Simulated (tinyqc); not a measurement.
One-sided p+-n junction, ionisation integral and breakdown: one step of the calculation.

A p+ layer at x < 0 and an n drift layer from x = 0. Depletion approximation, built-in voltage neglected. Local ionisation coefficients alpha_n = an exp(-(bn/E)^mx), alpha_p = ap exp(-(bp/E)^mx). Electrons move towards +x, holes towards x = 0.

Question. Field and ionisation coefficients on a grid. W = sqrt(2 eps0 eps_r V/(q N)), peak field E0 = q N W/(eps0 eps_r), falling linearly to 0 at W. Grid: 12 equal steps from 0 to fr W.

Parameters, values chosen for the exercise; material values close to those of indium phosphide:
- eps_r = 12.7 (relative permittivity)
- an = 1.13e7 1/cm (prefactor of the electron ionisation coefficient)
- bn = 3.23e6 V/cm (field constant for electrons)
- ap = 4.89e6 1/cm (prefactor of the hole ionisation coefficient)
- bp = 2.54e6 V/cm (field constant for holes)
- mx = 1 (exponent)
- N = 6.3e14 cm^-3 (donor density of the drift layer)
- V = 601 V (reverse voltage)
- fr = 0.5 (share of the depleted width that the grid covers)

Constants: q = 1.602176634e-19 C, eps0 = 8.8541878128e-14 F/cm where lengths are in cm. Results are converted to the units shown.

Find: W; x; E; alpha_n; alpha_p.

Answer.

W = 36.59 um
x, point 0 to 12 (um): [0.00, 1.52, 3.05, 4.57, 6.10, 7.62, 9.15, 10.67, 12.20, 13.72, 15.25, 16.77, 18.30]
E, point 0 to 12 (kV/cm): [328.5, 314.8, 301.1, 287.4, 273.7, 260.0, 246.4, 232.7, 219.0, 205.3, 191.6, 177.9, 164.2]
alpha_n, point 0 to 12 (1/cm): [606.1, 395.2, 247.9, 148.7, 84.80, 45.57, 22.86, 10.57, 4.438, 1.660, 0.5396, 0.1476, 0.03250]
alpha_p, point 0 to 12 (1/cm): [2143, 1531, 1061, 710.0, 456.4, 280.1, 162.8, 88.76, 44.86, 20.70, 8.556, 3.086, 0.9392]

tinyqc, about 0.06 s, one thread, Intel Xeon 2.30GHz (shared host): `OMP_NUM_THREADS=1 python tinyqc.py 2120115 2120116 out.jsonl`
